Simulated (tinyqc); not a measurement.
Changing the anneal temperature T: grain growth, pinning, strength and diffusional creep of a polycrystal or thin film. Computed by tinyqc, a small Python program. Command: `OMP_NUM_THREADS=1 python tinyqc.py 3006447 3006448 out.jsonl grain sweep`. One thread of a shared host (Intel(R) Xeon(R) Processor @ 2.30GHz), about 0.01 s of CPU time with the checks.

One mean grain size d describes the structure.

Inputs (values chosen for the exercise, modelled on gold):
```
quantity                                    value        unit
shear modulus G                              26.4         GPa
Burgers vector b                            2.884    angstrom
atomic volume Omega                         16.96  angstrom^3
boundary energy gamma                         0.4       J/m^2
mobility prefactor M0                     2.9e-06   m^4/(J s)
activation energy of boundary motion Q_m     1.09          eV
anneal time t                                  27           s
initial grain size d0                          44          nm
particle volume fraction f                0.00081           -
particle radius r                             8.2          nm
film thickness h                              170          nm
surface energy gamma_s                        1.1       J/m^2
friction stress sigma_0                        17         MPa
Hall-Petch slope k_y                        0.073   MPa m^0.5
lattice diffusion energy Q_l                 1.85          eV
boundary diffusion energy Q_b               0.912          eV
lattice prefactor D0                      2.7e-05       m^2/s
boundary prefactor delta D0b              2.2e-14       m^3/s
applied stress sigma                           44         MPa
service temperature T_c                       558           K
```

Sample: thin film on a substrate.

Constants: k_B = 8.617333262e-05 eV/K; k_B = 1.380649e-23 J/K.

Method:
- M = M0 exp(-Q_m/(k_B T)). The driving pressure is 2 gamma/d. Zener pinning pressure 3 f gamma/(2 r) stops growth at d_Z = 4 r/(3 f). Grooves where boundaries meet the surface have the angle theta = arcsin(gamma/(2 gamma_s)) and are taken to stop growth at d_h = h/(2 theta), a few film thicknesses; the limit is 1/d_lim = 1/d_Z + 1/d_h.
- dd/dt = 2 M gamma (1/d - 1/d_lim) integrates to 2 M gamma t = d_lim (d0 - d) + d_lim^2 ln[(d_lim - d0)/(d_lim - d)]; without pinning d^2 = d0^2 + 4 M gamma t.
- Hall-Petch term k_y/sqrt(d). Orowan term 3.06 x 0.4 G b ln(2 rbar/b)/(pi lambda sqrt(1 - nu)) with nu = 1/3, rbar = sqrt(2/3) r, lambda = rbar (sqrt(pi/f) - 2). Film term (threading dislocation, matched substrate, the geometry of an fcc (111) film taken for all cases): 3.464 G b ln(2 h/b)/(4 pi (1 - nu) h). The terms are added to sigma_0.
- Nabarro-Herring rate = 14 sigma Omega D_l/(k_B T d^2), D_l = D0 exp(-Q_l/(k_B T)); Coble rate = 14 pi sigma Omega delta D_b/(k_B T d^3), delta D_b = delta D0b exp(-Q_b/(k_B T)); they are equal at d_x = pi delta D_b/D_l.

One run for each value:
```
anneal temperature T (K)  grain size d (nm)  size without pinning (nm)  yield stress (MPa)  time to 1 % strain (s)
488                                   50.56                         51              507.17              2.3803e-03
545                                  102.74                        111              410.26              1.9974e-02
602                                  243.10                        310              330.58              2.6456e-01
659                                  406.12                        762              297.07              1.2336e+00
716                                  449.20                       1633              291.44              1.6692e+00
773                                  449.42                       3131              291.41              1.6717e+00
830                                  449.42                       5492              291.41              1.6717e+00
887                                  449.42                       8961              291.41              1.6717e+00
944                                  449.42                      13782              291.41              1.6717e+00
```

Over the rows, grain size d (nm) rises from 50.6 to 449, flat over part of the range; size without pinning (nm) rises from 51.3 to 13800 (exponent d ln y / d ln x between 6.9 and 10); yield stress (MPa) falls from 507 to 291, flat over part of the range.

Caution (rows 488): the grains are smaller than the film is thick, so they are not columnar, and the groove drag and film term are overstated. Caution (rows 488, 545): T_c is above the anneal temperature, so the grains would go on growing in service.

Extremes, crossings and ranges named in words are read from the listed rows.
